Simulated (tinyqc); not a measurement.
## Film thickness from the threshold shift

Question. Undoped body with a flat potential across it, hard walls, transport along x. One isotropic valley (g = 1, mx = my = mz = me). Non-parabolicity enters the subband edges through E (1 + al E) = gamma, so E = 2 gamma/(1 + sqrt(1 + 4 al gamma)); motion within a subband is taken as parabolic with the band-edge mass. Energies are counted from the bulk band edge. gamma = C (pi k/(t + dl))^2/mz, C = hbar^2/(2 m0). Each subband has N_k = g sqrt(mx my) m0 kB T/(pi hbar^2); without degeneracy n = exp(EF/Vt) sum N_k exp(-E_k/Vt). Classical value Nc times t, Nc = sum over valleys of 2 g (m m0 kB T/(2 pi hbar^2))^1.5 with m = (mx my mz)^(1/3). Threshold shift dVT = Vt ln(classical value/sum N_k exp(-E_k/Vt)). Find t and the lowest subband edge.

Values chosen for this exercise; masses close to those of In0.53Ga0.47As:
```
symbol,value,unit,meaning
T,77,K,temperature
me,0.0405,m0,mass at the band edge
al,1.1,1/eV,non-parabolicity
dl,0.2,nm,widening of the box by penetration into the insulator
```

Constants: q = 1.602176634e-19 C, kB = 1.380649e-23 J/K, hbar = 1.054571817e-34 J s, m0 = 9.1093837015e-31 kg, Vt = kB T/q, hbar^2/(2 m0) = 0.0380998212 eV nm^2. Results are converted to the units shown.

dVT = 243.53877 mV

Solution. dVT is evaluated for trial values of t with all subbands; between 1.5 and 25 nm one value matches.

t = 5.10 nm
E_1 = 258 meV

Numbers from tinyqc (`OMP_NUM_THREADS=1 python tinyqc.py 2350070 2350071 out.jsonl`; about 0.03 s on one thread of a shared Intel Xeon 2.30GHz).
